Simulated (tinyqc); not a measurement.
Weibull analysis of times to dielectric breakdown, with area scaling: one step of the calculation.

Breakdown times follow F(t) = 1 - exp(-(t/t63)^beta). The 12 times below were drawn at random from beta = 3.3, t63 = 160 s and are treated as data; all samples failed.

Question. Scale parameter and projection to the product. t63 = (mean of t^beta)^(1/beta). Defects are spread at random, so -ln(1 - F) is proportional to the area: t63(A2) = t63 (A1/A2)^(1/beta), and the time to the share Fp is t63(A2) (-ln(1 - Fp))^(1/beta).

Values chosen for this exercise:
```
symbol,value,unit,meaning
A1,2500,um^2,area of a test capacitor
A2,7.6e6,um^2,gate area of the product
Fp,1e-6,,allowed share of failed products
beta,3.3,,Weibull slope
```

| i | t (s) |
|---|---|
| 1 | 43.1 |
| 2 | 52.5 |
| 3 | 84 |
| 4 | 95.7 |
| 5 | 106 |
| 6 | 122 |
| 7 | 125 |
| 8 | 128 |
| 9 | 154 |
| 10 | 156 |
| 11 | 166 |
| 12 | 192 |

converged beta = 3.1029521

Wanted: t63; t63 of the product; time to Fp; decades lost against t63.

Answer.

t63 = 133.0 s
t63 of the product = 10.03 s
time to Fp = 0.1169 s
decades lost against t63 = 3.056

The straight-line values give 0.0180 s for the time to Fp and the values that made the data 0.214 s: with 12 samples beta is uncertain by about 0.78/sqrt(n) = 23 %, and the projection hangs on 1/beta.

tinyqc, about 0.01 s, one thread, Intel Xeon 2.30GHz (shared host): `OMP_NUM_THREADS=1 python tinyqc.py 2070015 2070016 out.jsonl`
